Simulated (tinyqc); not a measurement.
Avalanche multiplication and breakdown of a junction from ionisation integrals: one step, computed by the program tinyqc.

Ionisation coefficients follow the local field. Position x runs through the depletion layer from the p side (x = 0), where electrons enter, to the n side (x = w), where holes enter. The built-in voltage is neglected.

Problem. On-resistance of the drift layer. R_on = w/(e mu N) with w the width at breakdown; figure of merit V_B^2/R_on; for a triangular field it equals eps eps_0 mu F_m^3/4.

Inputs (values chosen for the exercise, modelled on germanium): permittivity eps = 16; drift-layer mobility mu = 4100 cm^2/(V s); doping N of the lightly doped side = 7.7e+15 1/cm^3.

Junction: punch-through p+ n- n+.

width at breakdown = 1.8 micrometre

breakdown voltage = 28.53205 V

critical field F_m = 0.2368859 MV/cm

Constants: e = 1.602176634e-19 C; eps_0 = 8.8541878128e-12 F/m.

Give: specific on-resistance; V_B^2/R_on; eps eps_0 mu F_m^3/4.

Solution.

specific on-resistance = 0.03559 milliohm cm^2

V_B^2/R_on = 22.88 MW/cm^2

eps eps_0 mu F_m^3/4 = 19.30 MW/cm^2

The punch-through design reaches 1.19 times the triangular value at the same peak field; at fixed F_m the best ratio is 32/27 = 1.185.
